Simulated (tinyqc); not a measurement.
What each change does: thin (001) film in sp3s* tight binding with raised dangling bonds.

Planes alternate anion (a), cation (c) along [001], a/4 apart, starting with an anion; zero in-plane momentum; levels counted from the bulk Ev, the lower root of [[Epa, Vxx], [Vxx, Epc]]; no spin-orbit coupling. Block of s, pz, s*: from an anion to the cation above, Vss/2 (s,s), Vsapc/2 (s,z), -Vscpa/2 (z,s), Vxx/2 (z,z), Vxapc/2 (s*,z), -Vpaxc/2 (z,s*); to the cation below the same with the s-z and s*-z signs reversed. Block of u = (px + py)/sqrt2 and v = (px - py)/sqrt2: to the cation above (Vxx + Vxy)/2 for u and (Vxx - Vxy)/2 for v, to the cation below the reverse. Each surface atom has two dangling sp3 hybrids; raising both by dl adds (dl/2) [[1, t], [t, 1]] to its s, pz levels (t = -1 at the bottom face, +1 at the top) and dl to the one of u, v in whose plane the missing bonds lie (v for a bottom anion or a top cation, u for a top anion).

Parameters, chosen for this exercise (out of a larger set: near a published set for SiC, fitted to gaps, whose masses and valley positions are rough; not measured data): p = (-8.446, 2.124, -4.816, 4.344, 9.639, 9.339, -12.474, 3.06, 5.967, 9.464, 9.271, 8.77, 4.39) eV (order Esa, Epa, Esc, Epc, Exa, Exc, Vss, Vxx, Vxy, Vsapc, Vscpa, Vxapc, Vpaxc); Nw = 24 (planes in the thicker film); dp = 30 eV (value of dl for the passivated films).

edges (eV): Gamma 5.99546, Delta 2.28951

A film of Nw planes with shift dp: highest level below mid-gap (half the lower bulk edge) and the two lowest above.

Results for these values:

| case | Ev1 (eV) | Ec1 (eV) | Ec2 (eV) |
|---|---|---|---|
| base | -0.0542 | 2.3191 | 2.4094 |

What happens to each result for dp = 15 eV, all else kept?

Answer: Ev1 does not change at the printed digits; Ec1 falls from 2.3191 to 2.3187; Ec2 falls from 2.4094 to 2.4081.

The same for each parameter in turn:

| case | Ev1 (eV) | Ec1 (eV) | Ec2 (eV) |
|---|---|---|---|
| base | -0.0542 | 2.3191 | 2.4094 |
| Nw = 25 | -0.0545 | 2.3152 | 2.3938 |
| dp = 15 eV | -0.0542 | 2.3187 | 2.4081 |

An odd change of Nw also changes which atoms end the film, so levels need not move as thickness alone would move them; the row for dp shows how far the passivation is from converged.

tinyqc: `OMP_NUM_THREADS=1 python tinyqc.py 1452893 1452894 out.jsonl`; about 0.4 s, one thread, shared Intel(R) Xeon(R) Processor @ 2.30GHz.
